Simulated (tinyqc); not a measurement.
Comparisons within one model: six-band Luttinger-Kohn model with strain. A value that a table varies takes the place of the one given here.

Six-band Luttinger-Kohn model in the basis |3/2,3/2>, |3/2,1/2>, |3/2,-1/2>, |3/2,-3/2>, |1/2,1/2>, |1/2,-1/2>, electron energies, zero at the top of the unstrained valence band. H = -[rows: (P+Q, -S, R, 0, -S/r2, r2 R); (-S*, P-Q, 0, R, -r2 Q, r32 S); (R*, 0, P-Q, S, r32 S*, r2 Q); (0, R*, S*, P+Q, -r2 R*, -S*/r2); (-S*/r2, -r2 Q, r32 S, -r2 R, P+Dso, 0); (r2 R*, r32 S*, r2 Q, -S/r2, 0, P+Dso)], r2 = sqrt(2), r32 = sqrt(3/2). Levels are twofold.

P = c g1 k^2 - av tr(e); Q = c g2 (kx^2 + ky^2 - 2 kz^2) - (b/2)(exx + eyy - 2 ezz); R = c sqrt3 [-g2 (kx^2 - ky^2) + 2i g3 kx ky] + (sqrt3/2) b (exx - eyy) - i d exy; S = 2 c sqrt3 g3 (kx - i ky) kz - d (exz - i eyz); c = hbar^2/2m0, e the strain tensor (not engineering shear).

s11 = (C11 + C12)/((C11 - C12)(C11 + 2 C12)), s12 = -C12/((C11 - C12)(C11 + 2 C12)), s44 = 1/C44; exx = s11 sxx + s12 (syy + szz) and cyclic, exy = s44 sxy/2; tension is positive. A uniaxial stress X along the unit vector n is s_ij = X n_i n_j.

Constants: hbar^2/2m0 = 3.80998211 eV angstrom^2; kB = 8.617333262e-05 eV/K.

Values chosen for the exercise (near those of Ge; not measured data): Dso = 0.29 eV (spin-orbit splitting); g1 = 13.39 (Luttinger gamma1); g2 = 4.25 (gamma2); g3 = 5.69 (gamma3); av = 1.24 eV (valence hydrostatic potential); b = -2.56 eV (tetragonal shear potential); d = -5.27 eV (trigonal shear potential); C11 = 128 GPa; C12 = 48 GPa; C44 = 67.3 GPa; load = uniaxial [110] (kind of stress); X1 = 2 GPa (size of the stress); T = 300 K (temperature); E_h = 25 meV (hole energy below the top); X = -1.83 GPa (stress).

## Sweep of a uniaxial [110] stress

Edges at k = 0 and curvature masses of the top pair along [110] and [001] (step 0.0002 1/angstrom); at zero stress the top is fourfold and has no single curvature.

Edges and masses:
```
X (GPa),top (eV),second (eV),third (eV),splitting (meV),m [110],m [001]
-2.10,0.0564,-0.0636,-0.3177,120.0,0.034,0.155
-1.40,0.0348,-0.0426,-0.3054,77.4,0.036,0.146
-0.70,0.0157,-0.0214,-0.2959,37.2,0.038,0.135
0.00,0.0000,0.0000,-0.2900,0.0,-,-
0.70,0.0217,-0.0117,-0.2884,33.4,0.315,0.052
1.40,0.0436,-0.0188,-0.2916,62.4,0.305,0.050
2.10,0.0658,-0.0211,-0.2998,86.9,0.296,0.048
```

The splitting reaches 120.0 meV under compression and 86.9 meV under the same tension; linear shear terms alone would make the two equal, and the difference comes from the coupling to the split-off band. At the ends of the sweep the top pair has a mass along [110] of 0.034 under compression and 0.296 under tension, so compression gives the lighter holes along [110]; along [001] it has 0.155 and 0.048. The top edge itself moves by +56 and +66 meV.

## Which stress helps holes along [110]

Each load has size X1 (biaxial: sxx = syy); masses are curvatures of the top pair at k = 0.

Results:
```
load,splitting (meV),top edge (meV),m [110],m [001]
"uniaxial [110], compression",113.8,53.2,0.034,0.153
"uniaxial [110], tension",83.7,62.6,0.297,0.049
"uniaxial [100], compression",149.8,74.7,0.060,0.151
"uniaxial [100], tension",96.2,75.1,0.089,0.057
"uniaxial [111], compression",102.2,45.9,0.046,0.075
"uniaxial [111], tension",74.7,56.3,0.130,0.075
"biaxial (001), compression",96.2,41.9,0.057,0.204
"biaxial (001), tension",149.8,107.9,0.151,0.037
```

The lightest mass along [110] (0.034) comes with uniaxial [110], compression. The largest splitting (149.8 meV) comes with uniaxial [100], compression; biaxial (001), tension. The heaviest mass along [001] (0.204), which lowers the confinement energy in a (001) channel, comes with biaxial (001), compression. The splitting per GPa follows b (s11 - s12) for loads along cube axes and d s44 for [111]: here 2 |b| (s11 - s12) = 64.0 and |d| s44/sqrt3 = 45.2 meV per GPa in the limit of large Dso; where the splitting nears Dso, mixing with the split-off band makes it depend on the sign of the load.

## Thermally averaged conductivity mass under uniaxial [110] stress

Non-degenerate holes: weights exp(E/kT) on a 16 x 16 x 16 grid of midpoints in the cube |k_i| < 0.2 1/angstrom; 1/m_c = <(dE/dk_u)^2>/(hbar^2 kT) along [110], over all six bands. With an unchanged scattering time the mobility goes as 1/m_c.

Averages:
```
X (GPa),share of the top pair,m_c (m0),gain m_c(0)/m_c
-2.10,0.998,0.071,3.381
-0.70,0.973,0.159,1.513
0.00,0.961,0.240,1.000
0.70,0.972,0.327,0.733
2.10,0.992,0.427,0.562
```

The largest gain from mass alone is 3.38 at X = -2.10 GPa, where the top pair holds 100 % of the holes (96 % without stress); the opposite end of the sweep gives 0.56; the grid is good to about 0.02 in these ratios. The average reaches energies of a few kT, beyond the range of the edge curvature, and changes of scattering are left out.

## Warping of the constant-energy contours (six-band Luttinger-Kohn model)

No strain (e = 0). In the plane kz = 0, |k| where the top and second pairs lie E_h below the top, against the angle from [100]; m = c k^2/E_h.

Contours:
```
angle (degrees),k top (1/angstrom),k second (1/angstrom),m top (m0),m second (m0)
0,0.0366,0.0176,0.204,0.047
9,0.0376,0.0175,0.215,0.047
18,0.0403,0.0173,0.248,0.045
27,0.0447,0.0170,0.304,0.044
36,0.0496,0.0169,0.375,0.043
45,0.0521,0.0168,0.414,0.043
```

The heavy contour reaches 1.423 times as far along [110] as along [100], the light one 0.957 times. The warping follows g3 - g2 = 1.44 and would vanish for g2 = g3. Along [100] the heavy mass is 1/(g1 - 2 g2) = 0.204 at any energy, while the light one is 0.0470, against 1/(g1 + 2 g2) = 0.0457 at the edge, for E_h/Dso = 0.09.

## What each parameter does

Edges at k = 0 under a uniaxial [110] stress X and the curvature mass of the top pair along [110] (step 0.0002 1/angstrom). Each row changes one parameter from the base and keeps the others.

Results:
```
case,top (eV),second (eV),third (eV),mass (m0)
base,0.0478,-0.0555,-0.3127,0.035
Dso = 0.232 eV,0.0501,-0.0553,-0.2571,0.034
C12 = 38.4 GPa,0.0444,-0.0551,-0.3126,0.035
g3 = 4.552,0.0478,-0.0555,-0.3127,0.038
d = -6.324 eV,0.0569,-0.0619,-0.3154,0.034
g2 = 5.1,0.0478,-0.0555,-0.3127,0.034
av = 1.488 eV,0.0458,-0.0576,-0.3147,0.035
b = -2.048 eV,0.0433,-0.0528,-0.3108,0.035
```

The largest shifts from the base row, up to three for each result and ties (the steps differ in size, so this ranks the rows, not the parameters). top (eV): d +0.0091, b -0.0045, C12 -0.0034; unchanged at the printed digits by g3 and g2. second (eV): d -0.0064, b +0.0027, av -0.0020; unchanged at the printed digits by g3 and g2. third (eV): Dso +0.0555, d -0.0027, av -0.0020; unchanged at the printed digits by g3 and g2. mass (m0): g3 +0.003, Dso -0.001, g2 -0.001, d -0.001; unchanged at the printed digits by C12, av and b. The Luttinger parameters multiply k^2 and cannot move the edges; av shifts all edges alike and leaves the mass.

Run: tinyqc, `OMP_NUM_THREADS=1 python tinyqc.py 1080142 1080143 out.jsonl`; Intel(R) Xeon(R) Processor @ 2.30GHz, one thread, shared host; about 0.2 s of CPU time with all checks.
